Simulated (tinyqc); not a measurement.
Comparisons within one model: Franz-Keldysh effect at a direct gap. A value that a table varies takes the place of the one given here.

Parabolic bands, vertical transitions, no excitons. For each hole band j: mr = me mj/(me + mj); joint density of states J_j(E) = (mr/c)^(3/2) sqrt(E - Eg)/(2 pi^2), both spins, c = hbar^2/2m0; averaged matrix element |e.p|^2 = m0 Ep/6; alpha_j(E) = 4 pi^2 alpha_f c Ep J_j/(3 nr E) in 1/angstrom (alpha_f the fine-structure constant, listed as alpha among the constants), times 1e8 for 1/cm.

In a field Fd (1 kV/cm = 1e-5 V/angstrom) the electro-optic energy of band j is th = (c (e Fd)^2/mr)^(1/3), and sqrt(E - Eg) in J_j is replaced by pi sqrt(th) [Ai'(b)^2 - b Ai(b)^2] with b = (Eg - E)/th; Ai is the Airy function.

Constants: hbar^2/2m0 = 3.80998211 eV angstrom^2; fine-structure constant alpha = 0.007297352564.

Parameters, chosen for this exercise (near those of GaAs; not measured data):
```
symbol  value   unit   meaning
Eg      1.383   eV     direct gap
me      0.068   m0     electron mass
mhh     0.495   m0     heavy-hole mass
mlh     0.0847  m0     light-hole mass
Ep      26.3    eV     Kane energy
nr      3.54           refractive index
Fd      130     kV/cm  uniform field
det     15      meV    detuning below the gap
```

## Spectrum around the gap

Absorption (1/cm):
```
E - Eg (eV)  alpha(0)   alpha(F)  change
-0.1189             0      2.930       3
-0.0952             0      12.64      13
-0.0714             0      49.62      50
-0.0476             0      173.3     173
-0.0238             0      529.3     529
0.0000              0       1385    1385
0.0238           4456       3035   -1421
0.0476           6197       5452    -745
0.0714           7465       7879     414
0.0952           8481       9206     724
0.1189           9329       9359      30
0.1427          10061       9684    -377
0.1903          11267  1.144e+04     171
0.2379          12227  1.227e+04      42
```

At the gap alpha(F) = 1385 1/cm; 95.2 meV below it 12.6 1/cm remain, the tail falling as exp(-(4/3) b^(3/2)). Among the energies listed the largest rise is 1385 1/cm at E - Eg = 0.0 meV and the largest fall -1421 1/cm at 23.8 meV. It changes sign between 0.0 and 23.8 meV, between 47.6 and 71.4 meV, between 118.9 and 142.7 meV and between 142.7 and 190.3 meV; th is 47.6 meV for heavy holes and 55.5 meV for light holes.

## Tail absorption against field

At E = Eg - det; the field takes the values listed. The last column is the length for 10 dB of loss.

Results:
```
Fd (kV/cm)  th heavy (meV)  b heavy  alpha (1/cm)  length (micrometre)
10                    8.61    1.743          10.5             2.20e+03
20                   13.66    1.098          71.5                  322
40                   21.68    0.692           234                 98.4
60                   28.41    0.528           383                 60.1
100                  39.94    0.376           625                 36.9
150                  52.34    0.287           855                 26.9
250                  73.58    0.204      1.19e+03                 19.3
400                 100.65    0.149      1.55e+03                 14.9
```

alpha grows by 1.6 decades from 10 to 60 kV/cm and by a factor 1.30 over the last step, where the field grows by 1.6: the exponent (4/3) b^(3/2) goes as 1/Fd, so the gain is steep only while b > 1 (deep in the tail the light-hole pair, with its smaller b, carries most of it), that is up to 20 kV/cm of those listed.

## What moves the tail

At E = Eg - det. Each row changes one parameter from the base and keeps the others.

Results:
```
case             th heavy (meV)  alpha (1/cm)
base                     47.577         769.9
Fd = 169 kV/cm           56.671         929.1
det = 25 meV             47.577         502.1
me = 0.0782 m0           45.684         865.2
mlh = 0.1101 m0          47.577         807.7
Ep = 28.9 eV             47.577         846.0
nr = 3.72                47.577         732.7
```

The largest shifts from the base row, up to three for each result and ties (the steps differ in size, so this ranks the rows, not the parameters). th heavy (meV): Fd +9.094, me -1.893; unchanged at the printed digits by det, mlh, Ep and nr. alpha (1/cm): det -268, Fd +159, me +95.3.

Computed by tinyqc, a small Python program: `OMP_NUM_THREADS=1 python tinyqc.py 1680370 1680371 out.jsonl` (the numbers bound the seed that draws the inputs); one thread of a shared host (Intel(R) Xeon(R) Processor @ 2.30GHz), about 0.01 s for the whole set of steps.
